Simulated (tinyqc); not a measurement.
Sub-threshold conduction and electro-thermal threshold of an amorphous chalcogenide: course of the iteration.

Trap-limited conduction: I = I0 exp(-Ea/kB T) sinh(q V dz/(2 ua kB T)), I0 = 2 q A Nt dz/ta. One lumped temperature T = T0 + Rt I V. The threshold is the largest V for which a steady state exists on the low-current branch.

I at the present T, then T(new) = T0 + Rt I V.

Stop when T changes by less than 1e-7 K; give up above 900 K or after 200 iterations.

Inputs (values chosen for the exercise); values of the order of Ge-Sb-Te and related chalcogenides:
```
symbol   value   unit                             meaning
T0         358      K                 ambient temperature
A          420   nm^2                       cross-section
ua          23     nm                 amorphous thickness
dz           8     nm              distance between traps
Ea         0.3     eV                   activation energy
Nt      1.6e19  cm^-3                        trap density
ta       1e-15      s                        attempt time
Rt         6.8   K/uW                  thermal resistance
V        0.481      V  voltage across the amorphous layer
```

Constants: q = 1.602176634e-19 C, kB = 1.380649e-23 J/K. Results are converted to the units shown.

T at the start = 358 K

Course of the iteration:
```
iteration	T(new) (K)	I (uA)	change (K)
1	383.249	7.71955	25.2
2	398.001	12.2298	14.8
3	408.928	15.5704	10.9
4	418.213	18.4092	9.29
5	426.939	21.0771	8.73
6	435.863	23.8055	8.92
7	445.734	26.8234	9.87
8	457.549	30.4355	11.8
9	472.955	35.1457	15.4
10	495.155	41.9332	22.2
11	531.421	53.0209	36.3
12	601.597	74.4762	70.2
13	774.703	127.401	173
14	1370.57	309.579	596
```

Did this iteration meet its convergence test, and what does its course show?

No. The temperature runs past 900 K in 14 iterations. V exceeds the threshold of 0.4637 V (reached at T = 432.1 K), so no steady state exists on the low branch: this is thermal runaway, not a numerical fault. At V = 0.441 V the same loop settles at 392.9 K; the branch beyond the threshold is reached by fixing T or I instead of V.

Range of the model: Purely electronic switching mechanisms, filaments and series resistance are left out.

tinyqc, about 0.01 s, one thread, Intel Xeon 2.30GHz (shared host): `OMP_NUM_THREADS=1 python tinyqc.py 2490010 2490011 out.jsonl`
